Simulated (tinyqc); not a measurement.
Activation against anneal temperature: dopants and charged point defects at anneal temperature: Fermi-level effect, clustering and pairing. Computed by tinyqc, a small Python program. Command: `OMP_NUM_THREADS=1 python tinyqc.py 3023151 3023152 out.jsonl pairing walk`. One thread of a shared host (Intel(R) Xeon(R) Processor @ 2.30GHz), about 0.03 s of CPU time with the checks.

Boltzmann statistics and full ionisation of active dopants. Energies are counted from the valence band; the defect (a vacancy or self-interstitial) has five charge states, with all degeneracy factors one.

Inputs (values chosen for the exercise, with bands modelled on silicon):
```
quantity,value,unit
gap at 0 K E_g0,1.19,eV
Varshni alpha,0.000458,eV/K
Varshni beta,640,K
electron mass m_e,0.321,m_0
valleys M_c,6,-
hole mass m_h,0.803,m_0
anneal temperature T,920,K
total dopant density N,2.9e+20,cm^-3
site density N_s,4.4e+22,cm^-3
dopant atoms per cluster k,4,-
cluster binding energy E_b,2.38,eV
```

Dopant: acceptor. Second part: clustering of the dopant.

Constants: m_0 = 9.1093837015e-31 kg; k_B = 1.380649e-23 J/K; h = 6.62607015e-34 J s; k_B = 8.617333262e-05 eV/K.

Method:
- E_g = E_g0 - alpha T^2/(T + beta).
- N_c = 2 M_c (2 pi m_e k_B T/h^2)^(3/2) and N_v = 2 (2 pi m_h k_B T/h^2)^(3/2), masses in units of m_0.
- n_i = sqrt(N_c N_v) exp(-E_g/2 k_B T); E_i = E_g/2 + (k_B T/2) ln(N_v/N_c).
- p = A/2 + sqrt(A^2/4 + n_i^2) for an active density A.
- k ionised dopants and k carriers form one neutral cluster: C = N_s (A/N_s)^k (p/N_b)^k exp(E_b/k_B T), N_b the effective density of states of the majority band, and N = A + k C (60 bisections in ln A between ln N - 90 and ln N).

Equilibrium activation:
```
T (K),n_i (cm^-3),active A (cm^-3),clusters C (cm^-3),active share
550,6.6560e+14,1.1839e+18,7.2204e+19,0.00408
640,5.3987e+15,3.2036e+18,7.1699e+19,0.01105
740,3.1757e+16,7.3911e+18,7.0652e+19,0.02549
830,1.1189e+17,1.3324e+19,6.9169e+19,0.04594
920,3.1497e+17,2.1538e+19,6.7115e+19,0.07427
1010,7.5048e+17,3.2106e+19,6.4474e+19,0.11071
1100,1.5740e+18,4.4970e+19,6.1258e+19,0.15507
```

The active share goes from 0.00408 at 550 K to 0.155 at 1100 K, so a layer activated by a hot, short anneal is metastable and deactivates in later, cooler steps if the dopant can move. Over the first three rows, where most dopant is clustered, a fit of ln A rises with slope 0.338 eV against -1/k_B T, near E_b/(2k) = 0.297 eV plus 0.75 k_B T.
